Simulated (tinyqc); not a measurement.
Film, cylinder and sphere at the same misfit: thermal stress, cracking, delamination and buckling of a thin film; Griffith cracks and misfitting inclusions. Computed by tinyqc, a small Python program. Command: `OMP_NUM_THREADS=1 python tinyqc.py 3004616 3004617 out.jsonl filmcrack walk`. One thread of a shared host (Intel(R) Xeon(R) Processor @ 2.30GHz), about 0.01 s of CPU time with the checks.

Isotropic linear elasticity; the substrate is much thicker than the film; stress is positive in tension.

Inputs (values chosen for the exercise, modelled on a silicon nitride film on silicon): film Young's modulus E = 238 GPa; film Poisson ratio nu = 0.25; film expansion alpha_f = 3.27 1e-6/K; substrate expansion alpha_s = 3.5 1e-6/K; deposition temperature T_d = 1025 K; final temperature T = 300 K; intrinsic stress = -580 MPa; film thickness h = 0.27 micrometre; substrate Young's modulus E_s = 167 GPa; substrate Poisson ratio nu_s = 0.24.

Method. Thermal strain = (alpha_f - alpha_s)(T_d - T); stress = E/(1 - nu) x strain + intrinsic stress; plane-strain modulus Ebar = E/(1 - nu^2); G0 = stress^2 h/(2 Ebar) is the energy freed per area when a long strip loses its stress across its width. Thermal misfit e alone, mean stress = trace/3 and largest difference of principal stresses inside. Film: E e/(1 - nu) in two directions, 0 in the third. Cylinder: s0 = (1 + nu) e/[(1 + nu)(1 - 2 nu)/E + (1 + nu_s)/E_s] twice and s_zz = E e + 2 nu s0. Sphere: e/[(1 - 2 nu)/E + (1 + nu_s)/(2 E_s)] three times.

thermal strain = -1.66750e-04

Stresses inside (MPa):
```
shape          s1       s2       s3     mean  largest difference
film      -52.915  -52.915    0.000  -35.277              52.915
cylinder  -20.738  -20.738  -50.055  -30.510              29.318
sphere    -28.684  -28.684  -28.684  -28.684               0.000
```

The mean stress in size is 35 MPa in the film, 31 in the cylinder and 29 in the sphere, while the largest difference, twice the largest shear stress, goes from 53 through 29 to 0. In a ductile solid shear can relax by slip and hydrostatic stress cannot.

Extremes, crossings and ranges named in words are read from the listed rows.
